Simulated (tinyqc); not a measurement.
Decay of LO phonons and the hot-phonon bottleneck in the cooling of electrons: one step, computed by the program tinyqc.

n(E, T) = 1/(exp(E/(k_B T)) - 1) is the Bose occupation. Electrons have a temperature T_e; the LO modes within their reach share one occupation N; the decay products stay at the lattice temperature.

Question. Spontaneous emission time. Froehlich coupling alpha = (e^2/(4 pi eps_0)) (1/eps_inf - 1/eps_s) k_0/(2 hbar omega), k_0 = sqrt(m* hbar omega/(hbar^2/(2 m_0))); emission time tau_sp = hbar/(2 alpha hbar omega); bottleneck ratio r = (n/N_m) tau/tau_sp.

Inputs (values chosen for the exercise, modelled on indium arsenide):
```
quantity                                             value    unit
LO energy hbar omega                                  29.3     meV
lattice temperature T                                   77       K
electron mass m*                                    0.0248     m_0
eps_inf                                               12.4       -
static dielectric constant eps_s                      15.1       -
electron density n                                 5.5e+18  1/cm^3
density of LO modes that the electrons reach, N_m  3.9e+18  1/cm^3
```

Decay channel: two equal phonons (Klemens).

phonon lifetime tau = 6.655841 ps

Constants: e^2/(4 pi eps_0) = 14.39964548 eV angstrom; hbar^2/(2 m_0) = 3.80998212 eV angstrom^2; hbar = 6.582119569e-16 eV s.

Give: alpha; emission time tau_sp; bottleneck ratio r.

Answer.

alpha = 0.04893

emission time tau_sp = 229.5 fs

bottleneck ratio r = 40.89

r compares the rate at which electrons exchange quanta with a mode to its decay rate. Exchange outruns decay, so a hot population builds up if the power is high enough.
